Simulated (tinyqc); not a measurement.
Crystallisation kinetics and data retention of a phase-change cell: two steps of the calculation.

Johnson-Mehl-Avrami-Kolmogorov law X = 1 - exp(-y^n), y = integral of k dt, k = (1/100 s) exp[-(Ec q/kB)(1/T - 1/T1)].

Values chosen for this exercise; values of the order of Ge-Sb-Te and related chalcogenides:
- Ec = 1.94 eV (activation energy of crystallisation)
- T1 = 430 K (temperature at which the rate k is 1/(100 s))
- n = 1.5 (Avrami exponent)
- Xf = 0.5 (crystalline share at which the state is lost)
- T = 316 K (storage temperature)
- b = 2 K/min (heating rate)
- Ta = 387 K (start of the ramp table)
- dT = 5 K (step of the table)
- m = 10 (steps)

Constants: q = 1.602176634e-19 C, kB = 1.380649e-23 J/K. Results are converted to the units shown.

Task 1. Retention. At fixed T the state fails at t = (-ln(1 - Xf))^(1/n)/k; ten years are 3.15576e8 s.

Give: k; y at failure; time to fail; the same in years; temperature for ten years.

Result 1.

k = 6.2689e-11 1/s
y at failure = 0.78322
time to fail = 1.2494e10 s
the same in years = 395.90
temperature for ten years = 333.20 K

The cell meets ten years at 316 K.

Task 2. A heating ramp. T rises at the rate b. Start with y = k (kB Ta^2/(q Ec))/b, the integral from cold to Ta to leading order; over each step k is taken as exponential in T, so y gains (dT/b)(k2 - k1)/ln(k2/k1). dX/dt = n y^(n - 1) k exp(-y^n), listed as 0 once y^n exceeds 23.

Find: T; k; y; X; dX/dt.

Result 2.

```
point	T (K)	k (1/s)	y	X	dX/dt (1/s)
0	387	2.976e-5	0.005939	4.576e-4	3.438e-6
1	392	6.249e-5	0.01256	0.001406	1.049e-5
2	397	1.288e-4	0.02631	0.004259	3.121e-5
3	402	2.608e-4	0.05438	0.01260	9.007e-5
4	407	5.189e-4	0.1107	0.03614	2.495e-4
5	412	0.001015	0.2216	0.09905	6.459e-4
6	417	0.001955	0.4367	0.2507	0.001452
7	422	0.003706	0.8474	0.5416	0.002346
8	427	0.006922	1.620	0.8727	0.001682
9	432	0.01274	3.050	0.9951	1.621e-4
10	437	0.02313	5.664	1.000	1.155e-7
```

Range of the model: One Arrhenius rate is assumed; incubation, growth from the boundary and the non-Arrhenius kinetics of the supercooled liquid are left out.

Numbers from tinyqc (`OMP_NUM_THREADS=1 python tinyqc.py 2490045 2490046 out.jsonl`; about 0.01 s on one thread of a shared Intel Xeon 2.30GHz).
